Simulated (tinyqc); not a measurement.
Worked calculation (part 1 of 2): RKS/BLYP in the sto-3g basis, for BeH2, spin multiplicity 1. Computed by tinyqc, a small Python program that keeps every step (integrals from PySCF). Settings: charge = 0, multiplicity = 1, basis = sto-3g, energy threshold = 1e-10, iteration cap = 50, orthogonalisation = symmetric, start = Wolfsberg-Helmholz matrix, DIIS depth = 3, method = RKS, functional = blyp, grid = [10, 26]. Command: `OMP_NUM_THREADS=1 python tinyqc.py 20141 20142 out.jsonl` (the two numbers bound the seeds that draw the settings). One thread of a shared host (Intel(R) Xeon(R) Processor @ 2.60GHz), about 0.9 s of CPU time with the checks. Later iterations appear only in the table of the cycle.

## One-electron integrals

Geometry (angstrom):

| atom | x | y | z |
|---|---|---|---|
| Be | 0.000000 | 0.000000 | 0.000000 |
| H | 0.000000 | 1.342000 | 0.090000 |
| H | 0.000000 | -1.367000 | 0.092000 |

Basis sto-3g: exponents (1/bohr^2) and contraction coefficients of normalised primitives:

| element | l (shell) | exponent | coefficient |
|---|---|---|---|
| Be | s (1) | 30.167871 | 0.154329 |
| Be | s (1) | 5.495115 | 0.535328 |
| Be | s (1) | 1.487193 | 0.444635 |
| Be | s (2) | 1.314833 | -0.099967 |
| Be | s (2) | 0.305539 | 0.399513 |
| Be | s (2) | 0.099371 | 0.700115 |
| Be | p (3) | 1.314833 | 0.155916 |
| Be | p (3) | 0.305539 | 0.607684 |
| Be | p (3) | 0.099371 | 0.391957 |
| H | s (1) | 3.425251 | 0.154329 |
| H | s (1) | 0.623914 | 0.535328 |
| H | s (1) | 0.168855 | 0.444635 |

Overlap, kinetic and nuclear-attraction integrals over the contracted functions; the nuclear repulsion is the sum of Za Zb / Rab.

nuclear repulsion = 3.31402346 hartree

overlap S, lower triangle:
```
           1Be 1s    1Be 2s   1Be 2px    1Be 2py   1Be 2pz     2H 1s     3H 1s
1Be 1s   1.000000
1Be 2s   0.259517  1.000000
1Be 2px  0.000000  0.000000  1.000000
1Be 2py  0.000000  0.000000  0.000000   1.000000
1Be 2pz  0.000000  0.000000  0.000000   0.000000  1.000000
2H 1s    0.068722  0.457937  0.000000   0.523310  0.035095  1.000000
3H 1s    0.065024  0.447843  0.000000  -0.516107  0.034734  0.033108  1.000000
```

kinetic energy T (hartree), lower triangle:
```
            1Be 1s    1Be 2s   1Be 2px    1Be 2py   1Be 2pz      2H 1s     3H 1s
1Be 1s    6.693975
1Be 2s   -0.033012  0.211111
1Be 2px   0.000000  0.000000  0.660592
1Be 2py   0.000000  0.000000  0.000000   0.660592
1Be 2pz   0.000000  0.000000  0.000000   0.000000  0.660592
2H 1s    -0.016318  0.068338  0.000000   0.191821  0.012864   0.760032
3H 1s    -0.015970  0.064527  0.000000  -0.183522  0.012351  -0.009138  0.760032
```

nuclear attraction V (hartree), lower triangle:
```
             1Be 1s     1Be 2s    1Be 2px    1Be 2py    1Be 2pz      2H 1s      3H 1s
1Be 1s   -15.340763
1Be 2s    -2.101583  -3.044597
1Be 2px    0.000000   0.000000  -2.949896
1Be 2py   -0.000647  -0.003008   0.000000  -3.178081
1Be 2pz   -0.002352  -0.019615   0.000000  -0.000165  -2.950926
2H 1s     -0.555930  -1.354509   0.000000  -1.514101  -0.103810  -2.983485
3H 1s     -0.525408  -1.314054   0.000000   1.479820  -0.101807  -0.113921  -2.956079
```

core Hamiltonian H = T + V (hartree), lower triangle:
```
            1Be 1s     1Be 2s    1Be 2px    1Be 2py    1Be 2pz      2H 1s      3H 1s
1Be 1s   -8.646788
1Be 2s   -2.134595  -2.833486
1Be 2px   0.000000   0.000000  -2.289305
1Be 2py  -0.000647  -0.003008   0.000000  -2.517489
1Be 2pz  -0.002352  -0.019615   0.000000  -0.000165  -2.290334
2H 1s    -0.572248  -1.286171   0.000000  -1.322279  -0.090946  -2.223453
3H 1s    -0.541378  -1.249527   0.000000   1.296298  -0.089456  -0.123059  -2.196047
```

## Two-electron integrals

Functions are numbered as in S; the eight-fold symmetry (ij|kl) = (ji|kl) = (kl|ij) leaves the list below.

Two-electron integrals (ij|kl) in chemists' order, unique and non-zero (hartree):
```
(11|11) 2.298831    (21|11) 0.392036    (21|21) 0.079539    (22|11) 0.570988
(22|21) 0.143041    (22|22) 0.417683    (31|31) 0.014607    (32|31) 0.021888
(32|32) 0.092265    (33|11) 0.569578    (33|21) 0.143083    (33|22) 0.417589
(33|33) 0.449859    (41|41) 0.014607    (42|41) 0.021888    (42|42) 0.092265
(43|43) 0.024249    (44|11) 0.569578    (44|21) 0.143083    (44|22) 0.417589
(44|33) 0.401360    (44|44) 0.449859    (51|51) 0.014607    (52|51) 0.021888
(52|52) 0.092265    (53|53) 0.024249    (54|54) 0.024249    (55|11) 0.569578
(55|21) 0.143083    (55|22) 0.417589    (55|33) 0.401360    (55|44) 0.401360
(55|55) 0.449859    (61|11) 0.102788    (61|21) 0.020834    (61|22) 0.037731
(61|33) 0.037456    (61|41) 0.001868    (61|42) 0.003486    (61|44) 0.038300
(61|51) 0.000125    (61|52) 0.000234    (61|54) 0.000057    (61|55) 0.037459
(61|61) 0.005731    (62|11) 0.225144    (62|21) 0.057097    (62|22) 0.178684
(62|33) 0.172205    (62|41) 0.007496    (62|42) 0.043892    (62|44) 0.191395
(62|51) 0.000503    (62|52) 0.002944    (62|54) 0.001287    (62|55) 0.172292
(62|61) 0.016522    (62|62) 0.109187    (63|31) 0.005542    (63|32) 0.025153
(63|43) 0.007831    (63|53) 0.000525    (63|63) 0.010754    (64|11) 0.232664
(64|21) 0.059776    (64|22) 0.196332    (64|33) 0.184723    (64|41) 0.012293
(64|42) 0.068676    (64|44) 0.219264    (64|51) 0.000453    (64|52) 0.002919
(64|54) 0.001791    (64|55) 0.184808    (64|61) 0.018181    (64|62) 0.137118
(64|64) 0.179017    (65|11) 0.015603    (65|21) 0.004009    (65|22) 0.013167
(65|33) 0.012388    (65|41) 0.000453    (65|42) 0.002919    (65|44) 0.013654
(65|51) 0.005573    (65|52) 0.025349    (65|54) 0.007916    (65|55) 0.013444
(65|61) 0.001219    (65|62) 0.009196    (65|64) 0.011284    (65|65) 0.011511
(66|11) 0.389821    (66|21) 0.100710    (66|22) 0.350959    (66|33) 0.325470
(66|41) 0.016378    (66|42) 0.120513    (66|44) 0.401312    (66|51) 0.001098
(66|52) 0.008082    (66|54) 0.005086    (66|55) 0.325811    (66|61) 0.030093
(66|62) 0.266479    (66|64) 0.356867    (66|65) 0.023933    (66|66) 0.774606
(71|11) 0.097190    (71|21) 0.019703    (71|22) 0.035696    (71|33) 0.035436
(71|41) -0.001760   (71|42) -0.003295   (71|44) 0.036231    (71|51) 0.000118
(71|52) 0.000222    (71|54) -0.000053   (71|55) 0.035440    (71|61) 0.004940
(71|62) 0.013192    (71|64) 0.013237    (71|65) 0.000979    (71|66) 0.022877
(71|71) 0.005124    (72|11) 0.217942    (72|21) 0.055301    (72|22) 0.173716
(72|33) 0.167347    (72|41) -0.007255   (72|42) -0.042935   (72|44) 0.186212
(72|51) 0.000488    (72|52) 0.002890    (72|54) -0.001270   (72|55) 0.167433
(72|61) 0.013505    (72|62) 0.057883    (72|64) 0.057294    (72|65) 0.004805
(72|66) 0.105216    (72|71) 0.015141    (72|72) 0.104133    (73|31) 0.005301
(73|32) 0.024230    (73|43) -0.007608   (73|53) 0.000512    (73|63) 0.004608
(73|73) 0.010099    (74|11) -0.227088   (74|21) -0.058364   (74|22) -0.192391
(74|33) -0.181003   (74|41) 0.011871    (74|42) 0.067081    (74|44) -0.214887
(74|51) -0.000442   (74|52) -0.002884   (74|54) 0.001768    (74|55) -0.181087
(74|61) -0.013677   (74|62) -0.057935   (74|64) -0.054615   (74|65) -0.004729
(74|66) -0.103202   (74|71) -0.016774   (74|72) -0.131672   (74|74) 0.172821
(75|11) 0.015283    (75|21) 0.003928    (75|22) 0.012948    (75|33) 0.012182
(75|41) -0.000442   (75|42) -0.002884   (75|44) 0.013438    (75|51) 0.005331
(75|52) 0.024425    (75|54) -0.007693   (75|55) 0.013211    (75|61) 0.001013
(75|62) 0.004847    (75|64) 0.004721    (75|65) 0.005001    (75|66) 0.009038
(75|71) 0.001129    (75|72) 0.008862    (75|74) -0.010951   (75|75) 0.010836
(76|11) 0.020893    (76|21) 0.005165    (76|22) 0.014541    (76|33) 0.014302
(76|41) -0.000005   (76|42) -0.000042   (76|44) 0.014992    (76|51) 0.000089
(76|52) 0.000423    (76|54) -1.80e-06   (76|55) 0.014321    (76|61) 0.001369
(76|62) 0.006375    (76|64) 0.007109    (76|65) 0.000586    (76|66) 0.012860
(76|71) 0.001296    (76|72) 0.006246    (76|74) -0.007040   (76|75) 0.000579
(76|76) 0.000517    (77|11) 0.383030    (77|21) 0.098996    (77|22) 0.346877
(77|33) 0.321666    (77|41) -0.015893   (77|42) -0.118973   (77|44) 0.396685
(77|51) 0.001070    (77|52) 0.008007    (77|54) -0.005049   (77|55) 0.322006
(77|61) 0.023795    (77|62) 0.107162    (77|64) 0.103984    (77|65) 0.009123
(77|66) 0.195301    (77|71) 0.027948    (77|72) 0.259627    (77|74) -0.349747
(77|75) 0.023538    (77|76) 0.012860    (77|77) 0.774606
```

## Orthogonalisation

S = U s U^T; symmetric (Loewdin) form X = U s^(-1/2) U^T, so that X^T S X = 1.

eigenvalues of S: 0.247952  0.350630  0.934287  1.000000  1.005174  1.717062  1.744894

X, lower triangle:
```
            1Be 1s     1Be 2s   1Be 2px    1Be 2py    1Be 2pz      2H 1s     3H 1s
1Be 1s    1.028424
1Be 2s   -0.153209   1.251955
1Be 2px   0.000000   0.000000  1.000000
1Be 2py   0.000079   0.008477  0.000000   1.371000
1Be 2pz  -0.001328   0.017034  0.000000   0.000505   1.001288
2H 1s     0.018041  -0.316358  0.000000  -0.446088  -0.023835   1.306506
3H 1s     0.018795  -0.301285  0.000000   0.433637  -0.023017  -0.100778  1.290032
```

## Starting guess

The start is the generalised Wolfsberg-Helmholz matrix (K = 1.75) built on H; D = 2 C_occ C_occ^T.

D at the start, lower triangle:
```
            1Be 1s     1Be 2s   1Be 2px    1Be 2py   1Be 2pz     2H 1s     3H 1s
1Be 1s    2.049044
1Be 2s   -0.145185   0.659788
1Be 2px   0.000000   0.000000  0.000000
1Be 2py   0.000441  -0.007757  0.000000   0.713984
1Be 2pz  -0.018716   0.046602  0.000000  -0.000664  0.003327
2H 1s    -0.211596   0.438176  0.000000   0.404116  0.031363  0.532123
3H 1s    -0.210762   0.441153  0.000000  -0.405806  0.031704  0.069797  0.526273
```

## Iteration 1: exchange-correlation on the grid

Becke grid with 10 radial and 26 angular points per atom, points of zero weight dropped. rho = sum D_ij phi_i phi_j; V_xc,ij = sum w v_xc phi_i phi_j plus the gradient terms; v_xc is d(rho eps)/d rho at fixed gradient.

The 16 grid points with the largest w rho, of 775 (bohr, atomic units):

| x | y | z | w | rho | \|grad rho\|^2 | eps_xc | v_xc |
|---|---|---|---|---|---|---|---|
| 0.000000 | -1.852191 | 0.000000 | 0.430872 | 0.148323 | 0.023654 | -0.436126 | -0.554536 |
| 0.000000 | -1.309697 | 1.309697 | 1.377643 | 0.042834 | 0.003646 | -0.306610 | -0.364811 |
| 0.000000 | 1.309697 | 1.309697 | 1.351400 | 0.043554 | 0.003888 | -0.308571 | -0.366616 |
| 0.000000 | 1.852191 | 0.000000 | 0.351079 | 0.159007 | 0.032672 | -0.447109 | -0.565846 |
| -1.309697 | 1.309697 | 0.000000 | 1.437164 | 0.037209 | 0.003054 | -0.296065 | -0.347701 |
| 1.309697 | 1.309697 | 0.000000 | 1.437164 | 0.037209 | 0.003054 | -0.296065 | -0.347701 |
| 1.309697 | -1.309697 | 0.000000 | 1.456447 | 0.036682 | 0.002884 | -0.294390 | -0.346231 |
| -1.309697 | -1.309697 | 0.000000 | 1.456447 | 0.036682 | 0.002884 | -0.294390 | -0.346231 |
| 0.000000 | -0.505989 | 0.000000 | 0.061824 | 0.827483 | 32.555316 | -0.880642 | -0.908986 |
| 0.000000 | 0.505989 | 0.000000 | 0.061824 | 0.827349 | 32.531148 | -0.880565 | -0.908940 |
| 0.000000 | 0.000000 | -0.505989 | 0.061825 | 0.788751 | 34.136034 | -0.884477 | -0.896604 |
| 0.505989 | 0.000000 | 0.000000 | 0.061825 | 0.786661 | 33.910072 | -0.883749 | -0.895877 |
| -0.505989 | 0.000000 | 0.000000 | 0.061825 | 0.786661 | 33.910072 | -0.883749 | -0.895877 |
| 0.000000 | 0.000000 | 0.505989 | 0.061825 | 0.784949 | 33.672904 | -0.882989 | -0.895264 |
| 0.000000 | 1.309697 | -1.309697 | 1.498581 | 0.032228 | 0.002426 | -0.285143 | -0.331443 |
| 0.000000 | -1.309697 | -1.309697 | 1.512471 | 0.031838 | 0.002306 | -0.283716 | -0.330242 |

electrons on the grid, sum of w rho = 6.057506

E_xc = sum of w rho eps_xc = -3.63935544 hartree

V_xc (hartree), lower triangle:
```
            1Be 1s     1Be 2s    1Be 2px    1Be 2py    1Be 2pz      2H 1s      3H 1s
1Be 1s   -1.528380
1Be 2s   -0.217640  -0.318760
1Be 2px   0.000000   0.000000  -0.278302
1Be 2py  -0.000019  -0.000301   0.000000  -0.389510
1Be 2pz  -0.000881  -0.009045   0.000000   0.000011  -0.278843
2H 1s    -0.058033  -0.173169   0.000000  -0.212848  -0.015599  -0.456419
3H 1s    -0.054838  -0.168805   0.000000   0.208970  -0.015314  -0.012896  -0.454406
```

## Iteration 1: building the Kohn-Sham matrix

J_ij = sum D_kl (ij|kl); F = H + J + V_xc; E = tr D H + tr D J / 2 + E_xc + E_nn.

Coulomb J (hartree), lower triangle:
```
           1Be 1s    1Be 2s   1Be 2px    1Be 2py   1Be 2pz     2H 1s     3H 1s
1Be 1s   6.473223
1Be 2s   1.261516  2.670226
1Be 2px  0.000000  0.000000  2.598963
1Be 2py  0.000445  0.001657  0.000000   2.801870
1Be 2pz  0.004834  0.029129  0.000000   0.000045  2.599904
2H 1s    0.333448  1.191468  0.000000   1.338358  0.094373  2.482553
3H 1s    0.315207  1.157590  0.000000  -1.310061  0.092632  0.096881  2.456279
```

Kohn-Sham matrix F (hartree), lower triangle:
```
            1Be 1s     1Be 2s   1Be 2px    1Be 2py    1Be 2pz      2H 1s      3H 1s
1Be 1s   -3.701945
1Be 2s   -1.090720  -0.482020
1Be 2px   0.000000   0.000000  0.031357
1Be 2py  -0.000220  -0.001652  0.000000  -0.105128
1Be 2pz   0.001601   0.000469  0.000000  -0.000109   0.030727
2H 1s    -0.296833  -0.267872  0.000000  -0.196769  -0.012173  -0.197319
3H 1s    -0.281008  -0.260742  0.000000   0.195207  -0.012137  -0.039074  -0.194175
```

total energy of this density = -15.72360159 hartree

## Iteration 1: diagonalisation and new density

Diagonalise F' = X^T F X, C = X C', fill 3 alpha and 3 beta electrons from the bottom; D = 2 C_occ C_occ^T. Each column has its largest component positive (the first on a tie).

F' = X^T F X (hartree), lower triangle:
```
           1          2         3          4          5          6         7
1  -3.602038
2  -0.603449  -0.114341
3   0.000000   0.000000  0.031357
4   0.000849   0.003864  0.000000   0.214562
5   0.000154   0.014599  0.000000   0.000269   0.031989
6  -0.056659  -0.188202  0.000000  -0.295216  -0.015751   0.052595
7  -0.049733  -0.179715  0.000000   0.288759  -0.015264  -0.087320  0.043164
```

orbital energies (hartree): MO1 -3.707276, MO2 -0.268630, MO3 -0.239945, MO4 0.028688, MO5 0.031357, MO6 0.223149, MO7 0.589946

coefficients C:
```
               MO1        MO2        MO3        MO4       MO5        MO6        MO7
1Be 1s    0.988426  -0.227340   0.002182   0.034270  0.000000  -0.227915  -0.003987
1Be 2s    0.045091   0.551622  -0.008778  -0.155152  0.000000   1.204059   0.043039
1Be 2px   0.000000   0.000000   0.000000   0.000000  1.000000   0.000000   0.000000
1Be 2py   0.000053   0.008751   0.461403   0.001035  0.000000  -0.024569   1.432890
1Be 2pz  -0.000023   0.007789  -0.000158   0.987817  0.000000   0.167663   0.003555
2H 1s    -0.006393   0.407236   0.426957   0.075539  0.000000  -0.789815  -1.019507
3H 1s    -0.006545   0.394501  -0.445824   0.076164  0.000000  -0.817563   0.961973
```

D after iteration 1, lower triangle:
```
            1Be 1s    1Be 2s   1Be 2px    1Be 2py   1Be 2pz      2H 1s     3H 1s
1Be 1s    2.057347
1Be 2s   -0.161711  0.612794
1Be 2px   0.000000  0.000000  0.000000
1Be 2py  -0.001860  0.001559  0.000000   0.425938
1Be 2pz  -0.003588  0.008593  0.000000  -0.000009  0.000121
2H 1s    -0.195937  0.441209  0.000000   0.401124  0.006209   0.696348
3H 1s    -0.194257  0.442467  0.000000  -0.404505  0.006286  -0.059301  0.708867
```

## Iteration 2: exchange-correlation on the grid

As before.

The 16 grid points with the largest w rho, of 775 (bohr, atomic units):

| x | y | z | w | rho | \|grad rho\|^2 | eps_xc | v_xc |
|---|---|---|---|---|---|---|---|
| 0.000000 | -1.852191 | 0.000000 | 0.430872 | 0.155265 | 0.043079 | -0.447258 | -0.558586 |
| 0.000000 | 1.852191 | 0.000000 | 0.351079 | 0.166855 | 0.055380 | -0.458429 | -0.570888 |
| 0.000000 | 1.309697 | 1.309697 | 1.351400 | 0.038698 | 0.003446 | -0.300113 | -0.351974 |
| 0.000000 | -1.309697 | 1.309697 | 1.377643 | 0.037529 | 0.003172 | -0.297134 | -0.348565 |
| 0.000000 | -0.505989 | 0.000000 | 0.061824 | 0.815268 | 33.169807 | -0.882112 | -0.904945 |
| 0.000000 | 0.505989 | 0.000000 | 0.061824 | 0.814919 | 33.090322 | -0.881862 | -0.904821 |
| 0.000000 | 0.000000 | -0.505989 | 0.061825 | 0.788257 | 34.207085 | -0.884687 | -0.896472 |
| -0.505989 | 0.000000 | 0.000000 | 0.061825 | 0.787709 | 34.146347 | -0.884493 | -0.896281 |
| 0.505989 | 0.000000 | 0.000000 | 0.061825 | 0.787709 | 34.146347 | -0.884493 | -0.896281 |
| 0.000000 | 0.000000 | 0.505989 | 0.061825 | 0.787178 | 34.083801 | -0.884292 | -0.896095 |
| -1.309697 | 1.309697 | 0.000000 | 1.437164 | 0.033565 | 0.002597 | -0.288224 | -0.335939 |
| 1.309697 | 1.309697 | 0.000000 | 1.437164 | 0.033565 | 0.002597 | -0.288224 | -0.335939 |
| 1.309697 | -1.309697 | 0.000000 | 1.456447 | 0.032597 | 0.002395 | -0.285461 | -0.332840 |
| -1.309697 | -1.309697 | 0.000000 | 1.456447 | 0.032597 | 0.002395 | -0.285461 | -0.332840 |
| 0.000000 | 1.309697 | -1.309697 | 1.498581 | 0.029661 | 0.002014 | -0.278185 | -0.322658 |
| 0.000000 | -1.309697 | -1.309697 | 1.512471 | 0.028850 | 0.001863 | -0.275636 | -0.319838 |

electrons on the grid, sum of w rho = 6.057342

E_xc = sum of w rho eps_xc = -3.67623312 hartree

V_xc (hartree), lower triangle:
```
            1Be 1s     1Be 2s    1Be 2px    1Be 2py    1Be 2pz      2H 1s      3H 1s
1Be 1s   -1.527931
1Be 2s   -0.215997  -0.311927
1Be 2px   0.000000   0.000000  -0.272035
1Be 2py  -0.000102  -0.000768   0.000000  -0.381716
1Be 2pz  -0.000323  -0.005299   0.000000   0.000009  -0.272480
2H 1s    -0.057505  -0.172849   0.000000  -0.214215  -0.014839  -0.468355
3H 1s    -0.054307  -0.168615   0.000000   0.210537  -0.014604  -0.012669  -0.468292
```

## Iteration 2: building the Kohn-Sham matrix

As before.

Coulomb J (hartree), lower triangle:
```
           1Be 1s    1Be 2s   1Be 2px    1Be 2py   1Be 2pz     2H 1s     3H 1s
1Be 1s   6.420015
1Be 2s   1.247912  2.647111
1Be 2px  0.000000  0.000000  2.571943
1Be 2py  0.000559  0.001271  0.000000   2.786652
1Be 2pz  0.003422  0.022956  0.000000  -0.000019  2.572737
2H 1s    0.329885  1.189718  0.000000   1.342080  0.092750  2.509997
3H 1s    0.311809  1.157504  0.000000  -1.316196  0.091246  0.096153  2.491868
```

Kohn-Sham matrix F (hartree), lower triangle:
```
            1Be 1s     1Be 2s   1Be 2px    1Be 2py    1Be 2pz      2H 1s      3H 1s
1Be 1s   -3.754703
1Be 2s   -1.102680  -0.498302
1Be 2px   0.000000   0.000000  0.010604
1Be 2py  -0.000190  -0.002505  0.000000  -0.112553
1Be 2pz   0.000747  -0.001958  0.000000  -0.000174   0.009923
2H 1s    -0.299869  -0.269303  0.000000  -0.194415  -0.013035  -0.181811
3H 1s    -0.283876  -0.260637  0.000000   0.190639  -0.012814  -0.039575  -0.172472
```

total energy of this density = -15.73645214 hartree

## Iteration 2: DIIS over 2 matrices

error matrix X^T (FDS - SDF) X:
```
           1          2         3          4         5          6          7
1   0.000000  -0.004007  0.000000  -0.000025  0.001425   0.006444   0.007043
2   0.004007   0.000000  0.000000   0.000363  0.003019  -0.027393  -0.031046
3   0.000000   0.000000  0.000000   0.000000  0.000000   0.000000   0.000000
4   0.000025  -0.000363  0.000000   0.000000  0.000042  -0.026718   0.030577
5  -0.001425  -0.003019  0.000000  -0.000042  0.000000  -0.002934  -0.002968
6  -0.006444   0.027393  0.000000   0.026718  0.002934   0.000000   0.000499
7  -0.007043   0.031046  0.000000  -0.030577  0.002968  -0.000499   0.000000
```

B (overlaps of the stored error matrices):
```
                1               2
1   7.1336140e-02  -1.3896519e-02
2  -1.3896519e-02   6.9983284e-03
```

Minimise |sum c_i e_i|^2 with sum c_i = 1: solve [B -1; -1 0][c; lambda] = [0; -1] with B_ij = tr e_i^T e_j, and take F = sum c_i F_i.

DIIS coefficients: 0.196884  0.803116

extrapolated F (hartree), lower triangle:
```
            1Be 1s     1Be 2s   1Be 2px    1Be 2py    1Be 2pz      2H 1s      3H 1s
1Be 1s   -3.744316
1Be 2s   -1.100326  -0.495096
1Be 2px   0.000000   0.000000  0.014690
1Be 2py  -0.000196  -0.002337  0.000000  -0.111091
1Be 2pz   0.000915  -0.001480  0.000000  -0.000161   0.014019
2H 1s    -0.299271  -0.269021  0.000000  -0.194878  -0.012866  -0.184864
3H 1s    -0.283311  -0.260658  0.000000   0.191538  -0.012681  -0.039476  -0.176745
```
